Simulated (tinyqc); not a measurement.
Inside a calculation. Method: empirical pseudopotential in a few plane waves. Computed by tinyqc, a small Python program that keeps every step. Settings: plane-wave index or count = 15. Command: `OMP_NUM_THREADS=1 python tinyqc.py 26237 26238 out.jsonl` (the two numbers bound the seeds that draw the settings). One thread of a shared host (Intel(R) Xeon(R) Processor @ 2.60GHz), about 0.2 s of CPU time with the checks.

## Bloch Hamiltonian at G

Parameters chosen for this model: fcc lattice, atoms at +/- a/8 (1,1,1); form factors in rydberg at |G|^2 in units of (2 pi/a)^2:
```
parameter,value,unit
a,5.410000,angstrom
VS(3),-0.193000,Ry
VS(8),0.010000,Ry
VS(11),0.084000,Ry
VA(3),0.135000,Ry
VA(4),0.069000,Ry
VA(11),0.030000,Ry
hbar^2/2m (2 pi/a)^2,5.139113,eV
```

k point G (2 pi / a): 0  0  0

Basis: the 15 shortest G (labels in 2 pi/a), the same at every k. H(G,G') = c |k + G|^2 delta + VS(|G-G'|^2) cos((G-G').tau) + i VA sin((G-G').tau), tau = a/8 (1,1,1); 1 Ry = 13.605693 eV.

H(k) at G (eV), lower triangle (Hermitian):
```
,+0+0+0,-1-1-1,-1-1+1,-1+1-1,-1+1+1,+1-1-1,+1-1+1,+1+1-1,+1+1+1,-2+0+0,+0-2+0,+0+0-2,+0+0+2,+0+2+0,+2+0+0
+0+0+0,0.00000
-1-1-1,1.85679-1.29879i,15.41734
-1-1+1,-1.85679-1.29879i,0.00000+0.93879i,15.41734
-1+1-1,-1.85679-1.29879i,0.00000+0.93879i,0.13606,15.41734
-1+1+1,-1.85679+1.29879i,-0.13606,0.00000+0.93879i,0.00000+0.93879i,15.41734
+1-1-1,-1.85679-1.29879i,0.00000+0.93879i,0.13606,0.13606,0.00000,15.41734
+1-1+1,-1.85679+1.29879i,-0.13606,0.00000+0.93879i,0.00000,0.13606,0.00000+0.93879i,15.41734
+1+1-1,-1.85679+1.29879i,-0.13606,0.00000,0.00000+0.93879i,0.13606,0.00000+0.93879i,0.13606,15.41734
+1+1+1,1.85679+1.29879i,0.00000,-0.13606,-0.13606,0.00000+0.93879i,-0.13606,0.00000+0.93879i,0.00000+0.93879i,15.41734
-2+0+0,0.00000-0.93879i,-1.85679+1.29879i,-1.85679-1.29879i,-1.85679-1.29879i,1.85679-1.29879i,0.80814-0.28862i,-0.80814-0.28862i,-0.80814-0.28862i,-0.80814+0.28862i,20.55645
+0-2+0,0.00000-0.93879i,-1.85679+1.29879i,-1.85679-1.29879i,0.80814-0.28862i,-0.80814-0.28862i,-1.85679-1.29879i,1.85679-1.29879i,-0.80814-0.28862i,-0.80814+0.28862i,0.13606,20.55645
+0+0-2,0.00000-0.93879i,-1.85679+1.29879i,0.80814-0.28862i,-1.85679-1.29879i,-0.80814-0.28862i,-1.85679-1.29879i,-0.80814-0.28862i,1.85679-1.29879i,-0.80814+0.28862i,0.13606,0.13606,20.55645
+0+0+2,0.00000+0.93879i,-0.80814-0.28862i,1.85679+1.29879i,-0.80814+0.28862i,-1.85679+1.29879i,-0.80814+0.28862i,-1.85679+1.29879i,0.80814+0.28862i,-1.85679-1.29879i,-0.13606,-0.13606,0.00000,20.55645
+0+2+0,0.00000+0.93879i,-0.80814-0.28862i,-0.80814+0.28862i,1.85679+1.29879i,-1.85679+1.29879i,-0.80814+0.28862i,0.80814+0.28862i,-1.85679+1.29879i,-1.85679-1.29879i,-0.13606,0.00000,-0.13606,0.13606,20.55645
+2+0+0,0.00000+0.93879i,-0.80814-0.28862i,-0.80814+0.28862i,-0.80814+0.28862i,0.80814+0.28862i,1.85679+1.29879i,-1.85679+1.29879i,-1.85679+1.29879i,-1.85679-1.29879i,0.00000,-0.13606,-0.13606,0.13606,0.13606,20.55645
```

## Levels at G

Diagonalise the Hermitian matrix.

eigenvalues (eV): -3.52474  11.11477  11.11477  11.11477  12.83778  15.96257  15.96257  15.96257  18.48643  20.28434  20.28434  24.04167  24.04167  24.04167  24.95222

## Bands along a path

The same steps at evenly spaced points between the labelled ones.

Bands along the path (eV), lowest eight:
```
k,band 1,band 2,band 3,band 4,band 5,band 6,band 7,band 8
L,-1.69832,4.84316,10.43811,10.43811,12.80927,16.37767,16.37767,18.69315
L-G 0.25,-2.25011,5.68245,10.41534,10.41534,12.89651,16.44050,16.44050,18.89406
L-G 0.50,-2.89604,7.36977,10.62328,10.62328,13.32247,16.66365,16.66365,18.04259
L-G 0.75,-3.36001,9.49070,10.94283,10.94283,13.65685,16.11333,16.31517,16.31517
G,-3.52474,11.11477,11.11477,11.11477,12.83778,15.96257,15.96257,15.96257
G-X 0.25,-3.30491,9.53961,10.57212,10.57212,14.04530,15.38472,16.92332,16.92332
G-X 0.50,-2.68323,7.60999,9.68527,9.68527,13.14942,14.89346,18.46614,19.02738
G-X 0.75,-1.80960,6.00019,9.10253,9.10253,12.38786,13.25789,21.43571,21.58438
X,-1.07089,5.10449,9.02098,9.02098,12.30787,12.59246,24.46323,24.46323
```

With 4 band(s) filled, the highest filled level on these points lies at G and the lowest empty one at X: a gap of 1.1931 eV, indirect. This holds for the small fixed basis; with all plane waves up to |k + G|^2 = 21 (2 pi/a)^2 the gap along the path is 1.73 eV.

## Convergence with the number of plane waves

Levels at G counted from the fourth one.

Levels (eV):
```
plane waves,level 1,level 5,level 8
9,-16.95140,1.17006,1.87759
15,-14.63951,1.72301,4.84780
27,-13.70271,2.08936,5.31192
51,-13.49382,1.97930,5.52811
59,-13.48155,1.97403,5.33246
65,-13.48143,1.97839,5.28827
89,-13.46839,1.97911,5.30092
```
